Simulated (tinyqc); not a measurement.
Thermal boundary conductance by the acoustic and diffuse mismatch models: one step, computed by the program tinyqc.

Each side has one longitudinal and two transverse Debye branches, omega = v q up to q_D = (6 pi^2 n)^(1/3), with n counting all atoms. Scattering at the interface is elastic. Electrons are left out of G, also for metals. Melting is ignored. G refers to the temperatures of the phonons sent towards the interface. Linear branches over all atoms overstate G at high T, most for crystals with several atoms a cell.

Problem. Cut-off frequencies and impedances. omega_c = v q_D for each branch, given as hbar omega_c/k_B; impedance Z = rho v.

Inputs (values chosen for the exercise, modelled on tungsten (side 1) and gallium nitride (side 2)):

| quantity | value | unit |
|---|---|---|
| density rho_1 | 19.8 | g/cm^3 |
| longitudinal velocity vL_1 | 5080 | m/s |
| transverse velocity vT_1 | 2930 | m/s |
| atom density n_1 | 63.8 | 1/nm^3 |
| density rho_2 | 5.97 | g/cm^3 |
| longitudinal velocity vL_2 | 7700 | m/s |
| transverse velocity vT_2 | 4320 | m/s |
| atom density n_2 | 85.9 | 1/nm^3 |

Structure: film on a substrate.

Constants: hbar = 1.054571817e-34 J s; k_B = 1.380649e-23 J/K.

Give: Branches.

Solution.

Branches:

| branch | v (m/s) | cut-off (K) | Z (1e6 kg/(m^2 s)) |
|---|---|---|---|
| L, side 1 | 5080 | 604 | 100.5840 |
| T, side 1 | 2930 | 349 | 58.0140 |
| L, side 2 | 7700 | 1011 | 45.9690 |
| T, side 2 | 4320 | 567 | 25.7904 |
